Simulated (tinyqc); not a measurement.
Nudged elastic band on a two-dimensional model surface: one step, computed by the program tinyqc. Command: `OMP_NUM_THREADS=1 python tinyqc.py 3030956 3030957 out.jsonl neb walk`. One thread of a shared host (Intel(R) Xeon(R) Processor @ 2.30GHz), about 0.1 s of CPU time with the checks.

V(x, y) = h u^2 + t x + (kappa/2)(y + c u)^2 with u = x^2/w^2 - 1; the path runs from the minimum near (-w, 0) to that near (w, 0).

Problem. Stationary points. Newton steps x(new) = x - H^-1 grad V (moves limited to 0.3 angstrom) from (-w, 0), (w, 0) and (0, c) give the two minima and the saddle.

Inputs (values chosen for the exercise, for a model surface):

| quantity | value | unit |
|---|---|---|
| height h | 0.4 | eV |
| half width w | 1.2 | angstrom |
| transverse stiffness kappa | 5.6 | eV/angstrom^2 |
| curvature c | 0.31 | angstrom |
| tilt t | -0.0027 | eV/angstrom |

Surface: curved double well. Climbing image: on.

Give: positions; energies; barrier from the start.

Solution.

positions (angstrom):
```
             x       y
start   -1.199   0.001
end      1.201  -0.001
saddle  -0.002   0.310
```

energies (eV): start 0.0032, end -0.0032, saddle 0.4000

barrier from the start = 0.3968 eV
